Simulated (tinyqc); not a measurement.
# Absorption edge of a degenerate semiconductor, band filling against gap narrowing: what changes with what

n-type, parabolic bands, full ionisation. eta = (EF - Ec)/kB T solves N = Nc F12(eta), F12(x) = (2/sqrt(pi)) int_0^infinity sqrt(u)/(1 + exp(u - x)) du. The gap shrinks rigidly by dEg = a3 y^(1/3) + a4 y^(1/4) + a2 y^(1/2), y = N/1e18 cm^-3, an empirical law that is here taken as the true narrowing.

Values chosen for this exercise; band and dielectric values close to those of gallium arsenide:

| symbol | value | unit | meaning |
|---|---|---|---|
| T | 300 | K | temperature |
| Eg | 1.43 | eV | band gap |
| Nc | 4.38e17 | cm^-3 | conduction-band density of states at 300 K, from me |
| me | 0.0673 | m0 | electron mass |
| mh | 0.496 | m0 | hole mass |
| a3 | 10.2 | meV | coefficient of (N/1e18)^(1/3) |
| a4 | 4.3 | meV | coefficient of (N/1e18)^(1/4) |
| a2 | 1.5 | meV | coefficient of (N/1e18)^(1/2) |

Constants: q = 1.602176634e-19 C, kB = 1.380649e-23 J/K, Vt = kB T/q. Results are converted to the units shown.

Each table varies one quantity; the others keep the values above.

## The optical edge against doping

Vertical transitions need an empty final state: the edge is taken where the state lies 4 kB T below EF, E_opt = Eg - dEg + (1 + me/mh) max(eta - 4, 0) kB T; wavelength h c/(q E_opt).

Results:

| N (cm^-3) | eta | dEg (meV) | filling shift (meV) | E_opt (eV) |
|---|---|---|---|---|
| 1.1e17 | -1.293 | 7.861 | 0 | 1.422 |
| 2.2e17 | -0.5122 | 9.806 | 0 | 1.420 |
| 4.2e17 | 0.2926 | 12.07 | 0 | 1.418 |
| 8.1e17 | 1.253 | 14.94 | 0 | 1.415 |
| 1.6e18 | 2.528 | 18.66 | 0 | 1.411 |
| 3e18 | 4.153 | 22.97 | 4.489 | 1.412 |
| 1.1e19 | 10.29 | 35.49 | 184.6 | 1.579 |
| 2.2e19 | 16.41 | 44.93 | 364.3 | 1.749 |
| 4.2e19 | 25.30 | 56.12 | 625.2 | 1.999 |

Estimate the missing row, N = 5.8e18 cm^-3.

Computed row:

| N (cm^-3) | eta | dEg (meV) | filling shift (meV) | E_opt (eV) |
|---|---|---|---|---|
| 5.8e18 | 6.641 | 28.61 | 77.53 | 1.479 |

With this row back in the table: E_opt goes from 1.42 through a minimum of 1.41 (at N = 1.6e18 cm^-3 among the rows listed) to 2.00 eV, against Eg = 1.43 eV; the filling shift is 0 while eta is below 4. At the end narrowing grows as N^(0.34) and EF - Ec as N^(0.67). Filling therefore wins at high density. For N = 1.1e19, 2.2e19, 4.2e19 EF lies more than 0.2 eV in the band, where non-parabolicity lowers it markedly.

## Approximations to the Fermi level

With u = N/Nc: Boltzmann ln u; Joyce-Dixon ln u + 0.353553 u - 4.95009e-3 u^2 + 1.48386e-4 u^3 - 4.42563e-6 u^4; degenerate limit (3 sqrt(pi) u/4)^(2/3). The Einstein ratio is D/(mu Vt) = F12/Fm, Fm(x) = dF12/dx = (1/sqrt(pi)) int_0^infinity u^(-1/2)/(1 + exp(u - x)) du.

Result of one run:

| N (cm^-3) | N/Nc | eta | Boltzmann | Joyce-Dixon | degenerate | D/(mu Vt) |
|---|---|---|---|---|---|---|
| 7.2e17 | 1.644 | 1.065 | 0.4970 | 1.065 | 1.684 | 1.556 |

What becomes of these results when the ionised donor density N is changed from 7.2e17 to 3.3e17 cm^-3, all else the same?

Result of the changed run:

| N (cm^-3) | N/Nc | eta | Boltzmann | Joyce-Dixon | degenerate | D/(mu Vt) |
|---|---|---|---|---|---|---|
| 3.3e17 | 0.7534 | -0.01950 | -0.2831 | -0.01950 | 1.001 | 1.261 |

The whole series:

| N (cm^-3) | N/Nc | eta | Boltzmann | Joyce-Dixon | degenerate | D/(mu Vt) |
|---|---|---|---|---|---|---|
| 3e16 | 0.06849 | -2.657 | -2.681 | -2.657 | 0.2024 | 1.024 |
| 6.7e16 | 0.1530 | -1.824 | -1.878 | -1.824 | 0.3458 | 1.054 |
| 1.5e17 | 0.3425 | -0.9511 | -1.072 | -0.9511 | 0.5918 | 1.120 |
| 3.3e17 | 0.7534 | -0.01950 | -0.2831 | -0.01950 | 1.001 | 1.261 |
| 7.2e17 | 1.644 | 1.065 | 0.4970 | 1.065 | 1.684 | 1.556 |
| 1.6e18 | 3.653 | 2.528 | 1.296 | 2.527 | 2.868 | 2.178 |
| 3.5e18 | 7.991 | 4.648 | 2.078 | 4.645 | 4.832 | 3.363 |
| 7.7e18 | 17.58 | 8.071 | 2.867 | 7.936 | 8.174 | 5.522 |
| 1.7e19 | 38.81 | 13.80 | 3.659 | 8.557 | 13.86 | 9.280 |

Boltzmann is within 0.1 of eta up to N/Nc = 0.15, Joyce-Dixon within 0.01 up to 8.0, and the degenerate limit is off by 0.060 in the last row. The Einstein ratio rises from 1.02 to 9.28: degenerate carriers diffuse faster for the same mobility.

Range of the model: Band tails, non-parabolic bands and incomplete ionisation are left out.

Program tinyqc, `OMP_NUM_THREADS=1 python tinyqc.py 2330018 2330019 out.jsonl`; Intel Xeon 2.30GHz, shared host, one thread, about 0.01 s.
